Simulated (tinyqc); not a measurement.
AlGaN/GaN HEMT with access regions, lumped model: output curve without and with trapping.

A polarisation-induced electron sheet under a Schottky gate, in series with two ungated access regions and contacts. Drift law v = mu E/(1 + mu E/vs) under the gate. Currents in mA/mm, resistances in ohm mm. No self-heating, no channel-length modulation; fits for polarisation, barrier and offset are chosen for the exercise.

sigma = (5e13 x + 1.6e13 x^2) cm^-2, phiB = 0.84 + 1.3 x, dEc = 0.7 (1.71 x + x^2) in volts, Cb = eps0 eps_r/d, VT = phiB - dEc - q sigma/Cb, access density n0 = -Cb VT/q. Access resistance R(L, n) = L/(q mu n sqrt(1 - (I/(q n vs))^2)); Rs = Rc + R(Ls, n0), Rd = Rc + R(Ld, (1 - ft) n0). Vg' = Vg - I Rs, Vd' = Vd - I (Rs + Rd); with u = Vg' - VT, Vc = vs Lg/mu and w the smaller of Vd' and Vc [sqrt(1 + 2 u/Vc) - 1] (0 if negative), the channel gives (mu Cb/Lg)(u w - w^2/2)/(1 + w/Vc). I equals that channel current. The two columns take ft = 0 and ft = 0.3; collapse = 1 - (second)/(first).

Values chosen for this exercise; values close to those of AlGaN/GaN structures: aluminium share of the barrier x = 0.29; barrier thickness d = 30 nm; relative permittivity of barrier and channel eps_r = 9.3; channel mobility mu = 1200 cm^2/(V s); saturation velocity vs = 1.2e7 cm/s; gate length Lg = 1 um; source access length Ls = 1.5 um; drain access length Ld = 2 um; resistance of each contact Rc = 0.25 ohm mm; gate voltage Vg = 0 V.

Constants: q = 1.602176634e-19 C, eps0 = 8.8541878128e-14 F/cm where lengths are in cm. Results are converted to the units shown.

Output curve without and with trapping:

| Vd (V) | I, ft = 0 (mA/mm) | I, ft = 0.3 (mA/mm) | collapse (%) |
|---|---|---|---|
| 0.25 | 116.7 | 102.1 | 12.51 |
| 0.5 | 230.6 | 202.2 | 12.33 |
| 1 | 447.5 | 393.9 | 11.98 |
| 2 | 824.9 | 732.7 | 11.18 |
| 3 | 1111 | 1001 | 9.94 |
| 4 | 1299 | 1197 | 7.86 |
| 6 | 1409 | 1397 | 0.87 |
| 8 | 1409 | 1409 | 0.00 |
| 12 | 1409 | 1409 | 0.00 |

Without trapping the current rises from 117 to 1410 mA/mm and first comes within 2 % of its last value at Vd = 6 V among the rows; with trapping that knee lies at 6 V. The collapse is 13 % in the first row, at most 13 % and 0 % in the last: once the gated channel saturates, the drain access only takes spare voltage. For Vd = 4 to 12 V the power passes 5 W/mm, where self-heating, left out here, lowers the current.

Program tinyqc, `OMP_NUM_THREADS=1 python tinyqc.py 2570078 2570079 out.jsonl`; Intel Xeon 2.30GHz, shared host, one thread, about 0.03 s.
